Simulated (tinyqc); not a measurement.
# Off-state leakage of single and stacked transistors: effects of single changes

n-channel devices of unit width. Subthreshold current I(Vg, Vs, Vd) = I0 (T/300 K)^0.5 exp[(Vg - Vs - VT(T) - gb (Vs - Vb) + dd (Vd - Vs))/(nf Vt)] (1 - exp(-(Vd - Vs)/Vt)), VT(T) = VT - cT (T - 300 K). Gate-edge tunnelling Ig (Vd/1 V) exp(ag (Vd - 1 V)), for a gate at 0 V, and band-to-band leakage Ab u exp(-Bb/u), u = Vd - Vb + 1 V, flow at a drain held at V; both are taken as independent of T. In a stack of off transistors (all gates at 0 V) the same subthreshold current passes through each.

Values chosen for this exercise; values of the order met in bulk silicon logic transistors:
- T = 300 K (temperature)
- V = 0.8 V (supply voltage)
- VT = 0.48 V (threshold at 300 K, zero drain and body bias)
- cT = 0.7 mV/K (fall of the threshold with temperature)
- I0 = 0.79 uA/um (current at threshold at 300 K)
- nf = 1.45 (slope factor)
- dd = 0.11 (drain-induced lowering per volt)
- gb = 0.15 (rise of the threshold per volt of source-body bias)
- Ig = 2e-6 uA/um (gate-edge tunnelling current at 1 V)
- ag = 3.1 1/V (exponential slope of the gate current)
- Ab = 20 uA/(um V) (prefactor of band-to-band leakage at the drain)
- Bb = 28 V (its exponential voltage)
- Vb = -0.3 V (body voltage)

Constants: q = 1.602176634e-19 C, kB = 1.380649e-23 J/K, Vt = kB T/q. Results are converted to the units shown.

Each table varies one quantity; the others keep the values above.

## Subthreshold current against the height of the stack

All n gates at 0 V, bottom source at 0 V, top drain at V; node voltages follow from equal currents.

Subthreshold current against the height of the stack:
```
n,I (nA/um),reduction factor,drain voltage of the bottom device (mV),source voltage of the top device (mV),voltage across the top device (V)
1,0.006834,1.000,800.0,0,0.8000
2,7.331e-4,9.322,66.41,66.41,0.7336
3,3.837e-4,17.81,20.79,85.67,0.7143
4,2.604e-4,26.24,12.53,97.21,0.7028
5,1.973e-4,34.64,9.003,105.5,0.6945
6,1.588e-4,43.02,7.032,111.9,0.6881
```

Read the table: what changes, and by how much?

The second transistor cuts the current by a factor of 9.32, the third by a further 1.91 and the sixth by 1.24. The top device keeps 86.0 % of the supply at n = 6, while the drain voltage of the bottom one falls to 0.272 Vt.

## Leakage components against the threshold

Same model as above.

One transistor with Vg = Vs = 0, Vd = V; stack factor I(one)/I(two in series).

The same in every row: gate edge (nA/um) = 8.607e-4; band-to-band (nA/um) = 0.06802; stack factor = 9.322.

Leakage components against the threshold:
```
VT (V),subthreshold (nA/um),total (nA/um),largest part
0.15,45.49,45.56,subthreshold
0.2,11.99,12.05,subthreshold
0.25,3.158,3.227,subthreshold
0.3,0.8320,0.9008,subthreshold
0.35,0.2192,0.2881,subthreshold
0.4,0.05775,0.1266,band-to-band
0.45,0.01521,0.08410,band-to-band
0.5,0.004008,0.07289,band-to-band
0.55,0.001056,0.06994,band-to-band
0.6,2.782e-4,0.06916,band-to-band
```

What does the comparison show?

As VT goes from 0.15 to 0.6, the total leakage falls from 45.6 to 0.0692 nA/um. The subthreshold part leads at VT = 0.15, the band-to-band part from 0.4 on. The reduction by a stack of two stays at 9.32, for the subthreshold part alone. For VT = 0.15 the gate is within about 3 nf Vt of threshold, where the exponential law overstates the current.

Numbers from tinyqc (`OMP_NUM_THREADS=1 python tinyqc.py 2242148 2242149 out.jsonl`; about 0.04 s on one thread of a shared Intel Xeon 2.30GHz).
